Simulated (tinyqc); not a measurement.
Equilibrium crystal shape, supported particles, Gibbs-Thomson effect and coarsening: one step, computed by the program tinyqc. Command: `OMP_NUM_THREADS=1 python tinyqc.py 3018956 3018957 out.jsonl wulff walk`. One thread of a shared host (Intel(R) Xeon(R) Processor @ 2.30GHz), about 0.04 s of CPU time with the checks.

A cubic crystal bounded by {100}, {110} and {111} facets only.

Task: The Wulff shape. Wulff construction: the facet planes lie at distances lambda gamma from the centre, and the shape is the region inside all of them; V = (1/3) sum of area x distance. gamma_mean = sum A gamma / sum A; shape factor eta = A/V^(2/3) (4.836 for a sphere). lambda follows from V = N Omega.

Inputs (values chosen for the exercise, modelled on nickel): atoms in the particle N = 560000.

gamma (J/m^2): (100) 2.40, (110) 2.46, (111) 2.08

Omega = 10.94 angstrom^3

Constants: e = 1.602176634e-19 C.

Give: area fractions; gamma_mean; shape factor eta; distances of the planes from the centre; surface energy per atom.

Result:

area fractions: {100} 0.22378, {110} 0.07306, {111} 0.70316

gamma_mean = 2.1794 J/m^2

shape factor eta = 5.2398

distances of the planes from the centre (nm): {100} 11.537, {110} 11.825, {111} 9.999

surface energy per atom = 0.042614 eV

Present: {100}, {110}, {111}.
